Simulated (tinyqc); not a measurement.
Five-level k.p model folded onto the conduction band: one step. Mass and g factor term by term. Two cases, with inputs chosen for the exercise.

Task: Evaluate at E = Eg.

Second-order sums for the lowest conduction level at E: 1/m = 1 + Cm + (Ep/3)(2/E + 1/(E + Dso)) - (Ep2/3)(2/(E7 + D2 - E) + 1/(E7 - E)); g/2 = 1 + Cg - (Ep/3)(1/E - 1/(E + Dso)) - (Ep2/3)(1/(E7 - E) - 1/(E7 + D2 - E)). E is counted from the top of the valence band; E = Eg at the edge.

Case 1.

Values chosen (near those of InAs; the results hold for these values, not for the real material): Eg = 0.414 eV (gap at Gamma to the s-like level); Dso = 0.391 eV (spin-orbit splitting); Ep = 21.6 eV (Kane energy); E7 = 4.57 eV (upper Gamma7 conduction level, from the valence top); D2 = 0.17 eV (its spin-orbit splitting, Gamma8 above Gamma7); Ep2 = 3.8 eV (Kane energy to the upper levels); Cm = 0 (remote term in 1/m); Cg = 0 (remote term in g/2).

Case 2.

Values chosen (near those of ZnSe; the results hold for these values, not for the real material): Eg = 2.844 eV (gap at Gamma to the s-like level); Dso = 0.397 eV (spin-orbit splitting); Ep = 24 eV (Kane energy); E7 = 7.39 eV (upper Gamma7 conduction level, from the valence top); D2 = 0.11 eV (its spin-orbit splitting, Gamma8 above Gamma7); Ep2 = 1.4 eV (Kane energy to the upper levels); Cm = -2.8 (remote term in 1/m); Cg = 0 (remote term in g/2).

Give: Terms; m; g.

Result:

Case 1.

Terms:

| level | part of 1/m | part of g |
|---|---|---|
| free + remote | 1.0000 | 2.0000 |
| Gamma8 valence | 34.7826 | -34.7826 |
| Gamma7 valence | 8.9441 | 17.8882 |
| Gamma8 upper | -0.5856 | 0.5856 |
| Gamma7 upper | -0.3048 | -0.6096 |

m = 0.0228 m0
g = -14.918

The valence levels give 43.73 to 1/m and the upper levels take 0.89 away. In g the two valence terms nearly cancel when Dso is small against Eg; here Dso/Eg = 0.94 and they leave -16.894, the upper pair -0.024.

Case 2.

Terms:

| level | part of 1/m | part of g |
|---|---|---|
| free + remote | -1.8000 | 2.0000 |
| Gamma8 valence | 5.6259 | -5.6259 |
| Gamma7 valence | 2.4684 | 4.9367 |
| Gamma8 upper | -0.2005 | 0.2005 |
| Gamma7 upper | -0.1027 | -0.2053 |

m = 0.1669 m0
g = 1.306

The valence levels give 8.09 to 1/m and the upper levels take 0.30 away. In g the two valence terms nearly cancel when Dso is small against Eg; here Dso/Eg = 0.14 and they leave -0.689, the upper pair -0.005.

Computed by tinyqc, one run a case: `OMP_NUM_THREADS=1 python tinyqc.py N N+1 out.jsonl` with N = 1081262, 1081313; one thread of a shared Intel(R) Xeon(R) Processor @ 2.30GHz, about 0.01 s a run at most.
